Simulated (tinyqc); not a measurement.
# Resistance of a tapered via with liner, size effect and interface: several studies

A round via whose diameter grows from db at the bottom as D(z) = db + 2 z/tan(ang). The fill, of diameter D - 2 tl, starts above the bottom liner (thickness fb tl) and has rho = rho0 (1 + ks lam/(D - 2 tl)); the sidewall liner conducts in parallel with it. The bottom liner and the interface are crossed over the full area pi db^2/4. Spreading in the lines above and below is left out.

Parameters, values chosen for the exercise; fill metal close to molybdenum: diameter at the bottom db = 11 nm; height hv = 19 nm; sidewall angle ang = 87 degrees; bulk resistivity of the fill rho0 = 5.14 uohm cm; mean free path of the fill lam = 11.3 nm; size-effect factor ks = 1.4; liner on the sidewall tl = 0.1 nm; liner at the bottom over that on the sidewall fb = 0.7; resistivity of the liner rl = 270 uohm cm; interface resistivity at the bottom ri = 2.9e-12 ohm cm^2; ballistic conductance per area, about 3/(4 rho0 lam) Sb = 1.3e15 S/m^2; bulk resistivity of the second fill (close to ruthenium) rho2 = 7.68 uohm cm; its mean free path lam2 = 6.49 nm; its liner tl2 = 0 nm.

Each table varies one quantity; the others keep the values above.

## Via resistance against the diameter at the bottom

Slices between z0 = fb tl and hv, evaluated at their midpoints: conductance per length pi/4 [(D - 2 tl)^2/rho + (D^2 - (D - 2 tl)^2)/rl], slice resistance = slice height over that. 2000 slices. R_fill = sum of the slices; R_bottom = rl fb tl/(pi db^2/4); R_interface = ri/(pi db^2/4); ballistic (Sharvin) limit 1/(Sb pi (db - 2 tl)^2/4); ideal cylinder rho0 hv/(pi db^2/4).

Results:
```
db (nm),R_fill (ohm),R_bottom (ohm),R_interface (ohm),R (ohm),ballistic limit (ohm),R over ideal cylinder,largest part
6,92.10,6.685,10.26,109.0,29.11,3.157,fill
8.3,41.69,3.493,5.360,50.54,14.93,2.800,fill
11,21.03,1.989,3.052,26.07,8.397,2.537,fill
16,8.560,0.9400,1.442,10.94,3.923,2.253,fill
22,4.045,0.4972,0.7629,5.306,2.061,2.065,fill
30,1.979,0.2674,0.4103,2.656,1.103,1.923,fill
42,0.9267,0.1364,0.2093,1.272,0.5605,1.805,fill
80,0.2269,0.03760,0.05769,0.3222,0.1538,1.658,fill
```

Estimate the missing row, db = 58 nm.

Computed row:
```
db (nm),R_fill (ohm),R_bottom (ohm),R_interface (ohm),R (ohm),ballistic limit (ohm),R over ideal cylinder,largest part
58,0.4548,0.07153,0.1098,0.6361,0.2932,1.721,fill
```

With this row back in the table: R falls from 109 to 0.322 ohm. The fill is the largest part at db = 6 and in all other rows. R goes as db^(-2.37) between the first two rows and db^(-2.11) between the last two; area alone gives -2. For db = 22, 30, 42, 58, 80 the ballistic limit exceeds half of R_fill, so the diffusive model understates R.

## Via resistance against the sidewall angle

Same model as above.

2000 slices.

The same in every row: R_bottom (ohm) = 1.989; R_interface (ohm) = 3.052; ballistic limit (ohm) = 8.397.

Via resistance against the sidewall angle:
```
ang (degrees),R_fill (ohm),R (ohm),R over ideal cylinder,largest part
90,26.13,31.17,3.034,fill
89,24.19,29.23,2.845,fill
88,22.51,27.55,2.681,fill
87,21.03,26.07,2.537,fill
86,19.72,24.76,2.410,fill
84,17.52,22.56,2.196,fill
82,15.74,20.78,2.022,fill
```

What does the comparison show?

R falls from 31.2 to 20.8 ohm. The fill is the largest part at ang = 90 and in all other rows. The share of the two bottom terms goes from 16.2 to 24.3 %. For ang = 82 the ballistic limit exceeds half of R_fill, so the diffusive model understates R.

## Two fill metals against the diameter

2000 slices. R_fill = sum of the slices; R_bottom = rl fb tl/(pi db^2/4); R_interface = ri/(pi db^2/4). The second fill has rho2, lam2 and tl2 in place of rho0, lam and tl.

Two fill metals against the diameter:
```
db (nm),"R, first fill (ohm)","R, second fill (ohm)",ratio second/first
6,109.0,100.4,0.9205
8.5,47.78,46.10,0.9649
12,21.28,21.41,1.006
17,9.524,9.947,1.044
24,4.364,4.704,1.078
35,1.893,2.099,1.109
49,0.9124,1.033,1.132
70,0.4269,0.4912,1.151
100,0.2021,0.2355,1.165
```

The ratio goes from 0.920 to 1.17. The two fills give the same R at db = 11.4 nm; below it the second gives the lower R. Ratios within a few per cent of 1 are a tie, given that ballistic terms are left out.

Computed by the program tinyqc: `OMP_NUM_THREADS=1 python tinyqc.py 2750089 2750090 out.jsonl`, one thread of a shared Intel Xeon 2.30GHz, about 0.01 s for the whole run.
